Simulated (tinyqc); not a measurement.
# From time t_V to close the V back to width w (mask opening along <110>, or membrane width in the design step)

Model: anisotropic wet etching of Si(100): plane rates, V-grooves, membranes and undercut. Computed by tinyqc, a small Python program. Command: `OMP_NUM_THREADS=1 python tinyqc.py 3026222 3026223 out.jsonl wetetch inv`. One thread of a shared host (Intel(R) Xeon(R) Processor @ 2.30GHz), about 0.01 s of CPU time with the checks.

A long slot opens the mask on a (100) wafer. The floor etches at R100; (111) walls stand at theta = arctan(sqrt2) = 54.7356 degrees to the surface and recede at R111 along their normal.

Inputs (values chosen for the exercise, close to those used for tetramethylammonium hydroxide solutions):

| quantity | value | unit |
|---|---|---|
| prefactor k0 of the (100) rate | 6.1e+08 | um/min |
| activation energy of (100), E | 0.618 | eV |
| ratio (100)/(111) at 80 C | 13 | - |
| extra energy of (111), dE | 0.11 | eV |
| ratio (100)/oxide at 80 C | 3500 | - |
| extra energy of the oxide, dE_ox | 0.23 | eV |
| bath temperature T | 95 | C |
| misalignment of the mask | 2 | degrees |
| etch time t | 5.3 | min |

Constants: k_B = 8.617333262e-05 eV/K.

Method:
- R100 = k0 exp(-E/(k_B T)); a ratio given at 80 C scales as exp[(extra energy/k_B)(1/T - 1/353.15 K)]; R111 and R_ox follow by division.
- Temperatures in kelvin are T(C) + 273.15.
- A misaligned edge exposes ledges and adds R100 sin(misalignment) to the lateral rate (a simple estimate): u = R111/sin(theta) + R100 sin(misalignment). Top width W = w + 2 u t; floor width b = W - 2 z/tan(theta) = W - sqrt2 z. The floor lasts until b = 0, at t_V = w/(sqrt2 R100 - 2u); depth z = R100 t before t_V and W/sqrt2 after.

Problem. A run gave the result below. Find the width w (mask opening along <110>, or membrane width in the design step), known to lie between 3 and 6.5 um.

time t_V to close the V = 1.784745 min

Solution.

Each step takes the trial c = (a f_b - b f_a)/(f_b - f_a), f being the result less the target and a, b, c the logarithms of the listed values; c replaces end b, the old b replaces a if the sign of f changed, and otherwise f_a is halved.

Scan of the range:

| width w (mask opening along <110>, or membrane width in the design step) (um) | time t_V to close the V (min) |
|---|---|
| 3.00 | 1.25982 |
| 3.41 | 1.43200 |
| 3.88 | 1.62937 |
| 4.42 | 1.85613 |
| 5.02 | 2.10810 |
| 5.71 | 2.39786 |
| 6.50 | 2.72961 |

False position (Illinois rule, in the logarithm of the input) inside the bracket:

| step | end a | end b | trial | time t_V to close the V (min) |
|---|---|---|---|---|
| 1 | 3.88000 | 4.42000 | 4.24235 | 1.78153 |
| 2 | 4.42000 | 4.24235 | 4.24985 | 1.78468 |
| 3 | 4.42000 | 4.24985 | 4.25014 | 1.78481 |
| 4 | 4.24985 | 4.25014 | 4.25000 | 1.78474 |

Time t_V to close the V rises at every point of a 13-point scan of the range (every second point is shown), so one value fits; it is bracketed by 3.88 and 4.42. The scan shows a pure power law with exponent 1.0000, so scaling from any one row also gives the answer directly. Answer: width w (mask opening along <110>, or membrane width in the design step) = 4.250 um.
